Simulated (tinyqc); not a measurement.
Flow curve at three pumping speeds: Berg model of reactive sputtering of a nitride or oxide: poisoning, hysteresis and pumping speed. Computed by tinyqc, a small Python program. Command: `OMP_NUM_THREADS=1 python tinyqc.py 3017317 3017318 out.jsonl berg walk`. One thread of a shared host (Intel(R) Xeon(R) Processor @ 2.30GHz), about 0.07 s of CPU time with the checks.

A diatomic gas reacts with bare metal on the target and on the collecting surfaces; ions remove metal and compound from the target. theta_t and theta_c are the compound fractions.

Inputs (values chosen for the exercise, close to those used for aluminium nitride):

| quantity | value | unit |
|---|---|---|
| ion current density J | 7.2 | mA/cm^2 |
| target area A_t | 250 | cm^2 |
| collecting area A_c | 3300 | cm^2 |
| metal yield Y_m | 0.85 | - |
| compound yield Y_c | 0.12 | - |
| sticking coefficient alpha | 0.14 | - |
| reactive atoms per metal atom z | 1 | - |
| gas mass M | 28 | u |
| pumping speed S | 47 | l/s |
| gas temperature T | 300 | K |

Constants: e = 1.602176634e-19 C; u = 1.6605390666e-27 kg; k_B = 1.380649e-23 J/K.

Method. Ion flux j = J/e; gas flux F = P/sqrt(2 pi M k_B T). Target: (2/z) alpha F (1 - theta_t) = j Y_c theta_t. Sputtered flows F_c = j Y_c theta_t A_t, F_m = j Y_m (1 - theta_t) A_t. Collector: (2/z) alpha F (1 - theta_c) A_c + F_c (1 - theta_c) = F_m theta_c. Gas use Q = alpha F [(1 - theta_t) A_t + (1 - theta_c) A_c] + P S/(k_B T); 1 sccm = 4.4780e17 molecules/s. Rate R = F_m + F_c, given relative to j Y_m A_t. P is a single-valued function of the flow Q only if dQ/dP > 0 everywhere: S must exceed k_B T times the steepest fall of the surface terms with P.

pressure of the steepest fall = 0.0106551 Pa

critical pumping speed = 195.692 l/s

Pressure as the free variable:

| P (Pa) | theta_t | theta_c | relative rate | Q at S_c/4 (sccm) | Q at S_c (sccm) | Q at 2 S_c (sccm) |
|---|---|---|---|---|---|---|
| 0.00053 | 0.07331 | 0.14549 | 0.93704 | 1.4676 | 1.510 | 1.565 |
| 0.00110 | 0.14104 | 0.27504 | 0.87888 | 2.6065 | 2.694 | 2.810 |
| 0.00210 | 0.23865 | 0.44797 | 0.79504 | 3.8529 | 4.019 | 4.241 |
| 0.00370 | 0.35579 | 0.62625 | 0.69444 | 4.7347 | 5.028 | 5.418 |
| 0.00640 | 0.48857 | 0.78335 | 0.58041 | 5.0167 | 5.523 | 6.198 |
| 0.01100 | 0.62149 | 0.89265 | 0.46625 | 4.7280 | 5.598 | 6.759 |
| 0.01700 | 0.71732 | 0.94471 | 0.38395 | 4.3160 | 5.661 | 7.455 |
| 0.02700 | 0.80120 | 0.97459 | 0.31191 | 3.9535 | 6.090 | 8.939 |
| 0.04300 | 0.86520 | 0.98897 | 0.25695 | 3.8437 | 7.246 | 11.783 |
| 0.08500 | 0.92694 | 0.99694 | 0.20392 | 4.4097 | 11.136 | 20.104 |

At S_c/4 the flow falls with pressure in 4 of the intervals: as the target poisons, less metal arrives to getter the gas. At 2 S_c it rises throughout. Coverages and rate depend on P alone, not on S. The collector converts before the target (theta_c = 0.78 at theta_t = 0.49), since the metal is spread over a larger area and no ions clean it. The rate tends to Y_c/Y_m = 0.141.
